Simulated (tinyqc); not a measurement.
# Short-channel transistor, virtual-source model with series resistance: several studies

The current per gate width is the charge at the top of the source barrier (the virtual source) times its velocity times a saturation function; al and be are fitting constants of the model. Units: I in uA/um, Rs in ohm um, so I Rs = 1e-6 I Rs in volts; Q in uC/cm^2, so I = 1e-4 Q vx0 Fsat with vx0 in cm/s.

Parameters, values chosen for the exercise: temperature T = 350 K; inversion capacitance Cinv = 1.63 uF/cm^2; velocity at the virtual source vx0 = 3.08e7 cm/s; apparent mobility mu = 1400 cm^2/(V s); channel length L = 20 nm; threshold at zero drain voltage VT0 = 0.399 V; drain-induced barrier lowering dl = 0.183 V/V; subthreshold factor n0 = 1.42; growth of n with drain voltage nd = 0 1/V; threshold shift (in units of Vt) from weak to strong inversion al = 3.5; sharpness of saturation be = 1.6; series resistance of each contact Rs = 50 ohm um.

Constants: q = 1.602176634e-19 C, kB = 1.380649e-23 J/K, Vt = kB T/q. Results are converted to the units shown.

Each table varies one quantity; the others keep the values above.

## Effect of the drain-induced barrier lowering on the on and off currents

Intrinsic voltages Vg' = Vgs - I Rs, Vd' = Vds - 2 I Rs. n = n0 + nd Vd', VT = VT0 - dl Vd', Ff = 1/(1 + exp((Vg' - VT + al Vt/2)/(al Vt))), Q = Cinv n Vt ln(1 + exp((Vg' - VT + al Vt Ff)/(n Vt))), Vdsat = (vx0 L/mu)(1 - Ff) + Vt Ff, Fsat = u/(1 + u^be)^(1/be) with u = Vd'/Vdsat, and I = Q vx0 Fsat per width. I is solved self-consistently. Ion is I at Vgs = Vds = 0.8 V, Ioff at Vgs = 0, Vds = 0.8 V, and Rlin = Vds/I at Vgs = 0.8 V, Vds = 0.05 V.

Results:
```
dl (V/V)	Ion (uA/um)	Ioff (nA/um)	log10(Ion/Ioff)	Rlin (ohm um)
0	1610	207.2	3.891	124.0
0.04	1708	424.0	3.605	124.0
0.08	1804	858.9	3.322	124.0
0.12	1896	1716	3.043	124.0
0.16	1986	3370	2.770	123.9
0.2	2074	6465	2.506	123.9
0.28	2242	2.161e4	2.016	123.9
```

Estimate the missing row, dl = 0.24 V/V.

Computed row:
```
dl (V/V)	Ion (uA/um)	Ioff (nA/um)	log10(Ion/Ioff)	Rlin (ohm um)
0.24	2159	1.204e4	2.254	123.9
```

With this row back in the table: As dl goes from 0 to 0.28 V/V, Ion rises from 1610 to 2240 uA/um, Ioff rises from 207 to 21600 nA/um and Rlin stays near 124 ohm um. Ion changes by a factor of 1.39 and Ioff by 104. The off current depends on it through an exponential, the on current about linearly. For dl = 0.12 to 0.28 V/V the off current passes 1 uA/um, so the device is hardly off at Vgs = 0.

## Supply voltage at a fixed off current

For each supply Vdd, VT0 is set so that I(Vgs = 0, Vds = Vdd) = 10 nA/um; Ion = I(Vdd, Vdd); C = Cinv L + 0.57 fF/um of parasitic capacitance; delay C Vdd/Ion, energy C Vdd^2.

Supply voltage at a fixed off current:
```
Vdd (V)	VT0 (V)	Ion (uA/um)	delay (ps)	energy (fJ/um)
0.4	0.6045	44.74	8.011	0.1434
0.5	0.6229	166.9	2.684	0.2240
0.6	0.6413	395.4	1.360	0.3226
0.7	0.6596	695.7	0.9015	0.4390
0.8	0.6779	1033	0.6939	0.5734
0.9	0.6963	1388	0.5809	0.7258
1	0.7146	1752	0.5113	0.8960
1.1	0.7329	2121	0.4646	1.084
```

The VT0 needed rises from 0.604 to 0.733 V and Ion rises from 44.7 to 2120 uA/um. The delay falls from 8.01 to 0.465 ps, while the energy grows as Vdd^2. Going from 0.4 to 0.5 V changes the delay by -66 %, going from 1 to 1.1 V by -9.1 %.

## Effect of the velocity at the virtual source on the on and off currents

Same model as above.

Results:
```
vx0 (cm/s)	Ion (uA/um)	Ioff (nA/um)	log10(Ion/Ioff)	Rlin (ohm um)
5e6	422.82	803.54	2.7212	174.21
7.1e6	587.30	1140.4	2.7118	145.13
1e7	802.90	1605.0	2.6992	133.10
1.4e7	1080.1	2244.8	2.6823	128.00
2.8e7	1897.4	4473.5	2.6275	124.18
4e7	2449.8	6371.2	2.5849	123.44
```

Estimate the missing row, vx0 = 2e7 cm/s.

Computed row:
```
vx0 (cm/s)	Ion (uA/um)	Ioff (nA/um)	log10(Ion/Ioff)	Rlin (ohm um)
2e7	1457.0	3201.9	2.6581	125.43
```

With this row back in the table: As vx0 goes from 5e6 to 4e7 cm/s, Ion rises from 423 to 2450 uA/um, Ioff rises from 804 to 6370 nA/um and Rlin falls from 174 to 123 ohm um. Ion changes by a factor of 5.79 and Ioff by 7.93. For vx0 = 7.1e6 to 4e7 cm/s the off current passes 1 uA/um, so the device is hardly off at Vgs = 0.

tinyqc, about 0.01 s, one thread, Intel Xeon 2.30GHz (shared host): `OMP_NUM_THREADS=1 python tinyqc.py 2380132 2380133 out.jsonl`
